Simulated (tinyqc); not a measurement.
# Voltage acceleration of oxide breakdown, four models on the same data: lifetime against voltage in four models

Field E = V/tox in MV/cm. Models: ln(t63/1 s) = a - c X with X = E (E model), -1/E (1/E model), ln V (power law, c the exponent n) or sqrt(E).

a and c were fitted to stress data from 6.08 to 8.6 V. Project to Vu, multiply by exp[(Ea q/kB)(1/Tu - 1/Ts)] and by ks; ten years are 3.15576e8 s.

Inputs (values chosen for the exercise): oxide thickness tox = 7 nm; stress temperature Ts = 373 K; use temperature Tu = 328 K; activation energy Ea = 0.97 eV; factor for area and percentile ks = 2e-6.

Constants: q = 1.602176634e-19 C, kB = 1.380649e-23 J/K. Results are converted to the units shown.

| model | c | a |
|---|---|---|
| E | 3.41541 | 39.3037 |
| 1/E | 371.005 | -32.6420 |
| power | 35.8433 | 74.5592 |
| sqrt E | 22.1659 | 75.0776 |

Lifetime against voltage in four models:

| Vu (V) | log10 years, E | log10 years, 1/E | log10 years, power | log10 years, sqrt E |
|---|---|---|---|---|
| 2.88 | -0.4333 | 13.59 | 4.515 | 1.680 |
| 3.46 | -1.662 | 7.021 | 1.658 | -0.1964 |
| 4.03 | -2.870 | 2.411 | -0.7154 | -1.892 |
| 4.61 | -4.099 | -1.110 | -2.809 | -3.498 |
| 5.18 | -5.307 | -3.803 | -4.623 | -4.981 |
| 5.76 | -6.536 | -5.995 | -6.275 | -6.408 |
| 6.33 | -7.744 | -7.758 | -7.744 | -7.742 |
| 6.91 | -8.973 | -9.254 | -9.109 | -9.040 |

The four agree within 0.28 decades in the last row, inside the stress range, and part by 14.0 decades in the first. The local exponent -d ln t/d ln V is c E for the E model, which shrinks as V falls, constant for the power law, and c/E for the 1/E model, which grows as V falls.

Range of the model: All four laws are empirical fits; none is established far below the stress range.

tinyqc, about 0.01 s, one thread, Intel Xeon 2.30GHz (shared host): `OMP_NUM_THREADS=1 python tinyqc.py 2070018 2070019 out.jsonl`
